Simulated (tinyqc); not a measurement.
# Polycrystalline film, grain-boundary barriers (Seto model), step by step

Program tinyqc, `OMP_NUM_THREADS=1 python tinyqc.py 2610009 2610010 out.jsonl`; Intel Xeon 2.30GHz, shared host, one thread, about 0.01 s. Printed values are rounded.

One-dimensional grains of size Lg with donors N; each boundary has Qt acceptor-like traps per area at one level Et below the band edge. Trapped electrons qt deplete a width w = qt/N (both sides together) and raise a barrier Vb = q N w^2/(8 eps0 eps_r). Current crosses the barriers by thermionic emission at small bias. Abrupt depletion, full ionisation, Boltzmann statistics.

Inputs (values chosen for the exercise); values close to those of polycrystalline silicon:
- T = 300 K (temperature)
- eps_r = 11.7 (relative permittivity of the semiconductor)
- Lg = 400 nm (grain size)
- Qt = 2.5e12 cm^-2 (trap density at a boundary)
- N = 2.1e17 cm^-3 (donor density)
- mg = 170 cm^2/(V s) (mobility inside a grain)
- vc = 8.4e6 cm/s (collection velocity at the barrier)
- Nc = 2.8e19 cm^-3 (conduction-band density of states at T)
- Et = 0.55 eV (trap level below the band edge)

Constants: q = 1.602176634e-19 C, kB = 1.380649e-23 J/K, Vt = kB T/q, eps0 = 8.8541878128e-14 F/cm where lengths are in cm. Results are converted to the units shown.

## Critical doping and limits of the barrier

N* = Qt/Lg; fully depleted grains have Vb = q N Lg^2/(8 eps0 eps_r), filled traps Vb = q Qt^2/(8 eps0 eps_r N); the true barrier cannot exceed the smaller.

N* = 6.25e16 cm^-3
Vb, fully depleted = 6.495687 V
Vb, traps filled = 0.5753691 V

## Iteration 1: trapped charge

qt at the start = 1.9e12 cm^-2

w = qt/N, Vb = q N w^2/(8 eps0 eps_r), out = Qt/(1 + 2 (Nc/N) exp((Vb - Et)/Vt)); qt(new) = qt + 0.12 (out - qt).

w = 90.47619 nm
Vb = 0.3323332 V
out = 2.361179e12 cm^-2
qt after iteration 1 = 1.955341e12 cm^-2

## Iteration 2: trapped charge

As before.

w = 93.11150 nm
Vb = 0.3519749 V
out = 2.220864e12 cm^-2
qt after iteration 2 = 1.987204e12 cm^-2

## Course of the iteration: trapped charge

Stop when qt changes by less than 10000 cm^-2, or after 60 iterations.

Course of the iteration:
```
iteration   qt (cm^-2)  |change| (cm^-2)
1          1.955341e12           5.53e10
2          1.987204e12           3.19e10
3          1.999451e12           1.22e10
4          2.002644e12            3.19e9
5          2.003326e12            6.83e8
6          2.003464e12            1.38e8
7          2.003492e12            2.75e7
8          2.003497e12            5.46e6
9          2.003498e12            1.09e6
10         2.003498e12            2.16e5
11         2.003498e12            4.28e4
12         2.003498e12              8510
```

Converged in 12 iterations. At the end each change is about 0.20 times the one before: linear convergence.

## Barrier, resistivity and effective mobility

Partly depleted grains: the density at the grain centre is n0 = N and qt = Qt/(1 + 2 (Nc/N) exp((Vb - Et)/Vt)). If that gives qt >= N Lg, the grains are fully depleted: qt = N Lg, w = Lg and n0 = 2 Nc exp((Vb - Et)/Vt)/(Qt/(N Lg) - 1). Resistivity: barriers rb = Vt exp(Vb/Vt)/(q n0 vc Lg), grain interior rg = (1 - w/Lg)/(q mg N); effective mobility 1/(q N (rb + rg)).

qt = 2.003498e12 cm^-2
w = 95.40468 nm
Vb = 0.3695256 V
n0 = 2.1e17 cm^-3
rb = 3689.619 ohm cm
rg = 0.1331327 ohm cm
effective mobility = 0.008055141 cm^2/(V s)

The grains are partly depleted, 80.1 % of the traps are filled and the barriers give 100 % of the resistivity.
